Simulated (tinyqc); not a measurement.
Inside a calculation. Model: two-dimensional dopant profile at a mask edge: lateral junction, overlap and effective channel length. Computed by tinyqc, a small Python program that keeps every step. Command: `OMP_NUM_THREADS=1 python tinyqc.py 3020499 3020500 out.jsonl lateral walk`. One thread of a shared host (Intel(R) Xeon(R) Processor @ 2.30GHz), about 0.01 s of CPU time with the checks. Intermediate numbers are printed to about 5 digits and carried at full precision; extremes and crossings named in words are read from the listed rows.

Ions enter for y < 0; the mask (spacer, then gate) covers y > 0. x is the depth. The surface reflects dopant during the anneal.

Inputs (values chosen for the exercise, modelled on a source-drain extension in silicon):

| quantity | value | unit |
|---|---|---|
| dose Q | 1.4e+15 | 1/cm^2 |
| projected range R_p | 14 | nm |
| vertical straggle | 4.4 | nm |
| lateral straggle | 5.1 | nm |
| anneal budget D t | 5.8e-14 | cm^2 |
| channel doping C_B | 3.6e+18 | 1/cm^3 |
| gate length L_g | 150 | nm |
| offset spacer | 3.1 | nm |
| oxide thickness | 4.4 | nm |

Constants: eps_0 = 8.8541878128e-12 F/m.

## Widths and vertical profile

Widths s_x^2 = (vertical straggle)^2 + 2 D t, s_y^2 = (lateral straggle)^2 + 2 D t. C(x, y) = V(x) (1/2) erfc(y/(sqrt2 s_y)), V(x) = Q/(sqrt(2 pi) s_x) [exp(-(x - R_p)^2/(2 s_x^2)) + exp(-(x + R_p)^2/(2 s_x^2))]; 1 nm = 1e-7 cm. The vertical junction far from the mask solves V(x) = C_B.

s_x = 5.5642 nm

s_y = 6.1327 nm

V at the surface = 8.4715e+19 1/cm^3

V at R_p = 1.0038e+21 1/cm^3

vertical junction x_j = 32.672 nm

Caution: the peak exceeds usual solubilities, so part of the dose is inactive and diffusion is concentration dependent.

## Lateral junction at the surface

The lateral junction at depth x solves C = C_B: y_j(x) = sqrt2 s_y erfc^-1(2 C_B/V(x)). Overlap under the gate = y_j(0) - spacer; metallurgical channel L_met = L_g - 2 overlap (tails from the two sides are not added). Abruptness at y_j(0) in nm per decade = ln(10) s_y sqrt(pi/2) exp(u^2) erfc(u), u = y_j/(sqrt2 s_y). Overlap capacitance per width = 3.9 eps_0 overlap/t_ox (zero if there is no overlap).

lateral junction y_j(0) = 10.563 nm

ratio y_j(0)/x_j = 0.32331

overlap = 7.4632 nm

metallurgical channel L_met = 135.07 nm

lateral abruptness = 6.6302 nm/decade

overlap capacitance = 0.058571 fF/um

The two overlaps take 10 % of the gate length. Caution: the profile peaks below the surface, where the junction reaches further under the gate than y_j(0); the overlap given is the one at the surface.

## Junction contour

The lateral junction at depth x solves C = C_B: y_j(x) = sqrt2 s_y erfc^-1(2 C_B/V(x)). Depths are 0, 0.15, 0.3, 0.45, 0.6, 0.75, 0.9 and 0.97 of x_j.

Contour:

| x/x_j | x (nm) | V (1/cm^3) | y_j (nm) |
|---|---|---|---|
| 0.00 | 0.000 | 8.4715e+19 | 10.563 |
| 0.15 | 4.901 | 2.6672e+20 | 13.563 |
| 0.30 | 9.802 | 7.5522e+20 | 15.898 |
| 0.45 | 14.702 | 9.9581e+20 | 16.473 |
| 0.60 | 19.603 | 6.0455e+20 | 15.423 |
| 0.75 | 24.504 | 1.6895e+20 | 12.434 |
| 0.90 | 29.405 | 2.1737e+19 | 5.959 |
| 0.97 | 31.692 | 6.4017e+18 | -0.962 |

The contour reaches furthest, 16.47 nm, at x/x_j = 0.45 among these rows, below the surface, where punch-through would start. It crosses the mask edge where V = 2 C_B.

## What the anneal budget does

x_j solves V(x) = C_B. Budgets are multiples of the given D t (at 0 the mirror term is kept, which overstates V(0) as implanted); those with V(0) not above 2.5 C_B are left out.

Junctions (nm):

| multiple | s_x | s_y | x_j | y_j(0) | y_j/x_j | L_met |
|---|---|---|---|---|---|---|
| 0.0 | 4.400 | 5.100 | 29.070 | 3.871 | 0.13317 | 148.46 |
| 0.1 | 4.530 | 5.212 | 29.476 | 4.909 | 0.16654 | 146.38 |
| 0.3 | 4.779 | 5.430 | 30.253 | 6.590 | 0.21783 | 143.02 |
| 1.0 | 5.564 | 6.133 | 32.672 | 10.563 | 0.32331 | 135.07 |
| 2.0 | 6.524 | 7.015 | 35.581 | 14.262 | 0.40082 | 127.68 |
| 4.0 | 8.109 | 8.509 | 40.287 | 19.318 | 0.47950 | 117.56 |
| 8.0 | 10.591 | 10.900 | 47.447 | 26.170 | 0.55156 | 103.86 |
| 16.0 | 14.316 | 14.547 | 57.827 | 35.424 | 0.61258 | 85.35 |

The ratio y_j/x_j goes from 0.13 to 0.61: as implanted, x_j includes R_p and y_j only the lateral straggle; after long diffusion both scale roughly with sqrt(D t) as long as V(0) stays far above C_B, and the ratio stays below 1 because the edge starts from half the concentration and an erfc falls faster than the Gaussian. L_met shrinks by 63.1 nm over the rows.

Checks made by the program: lateral profile against the convolution of a step with a Gaussian (relative difference 1e-10).
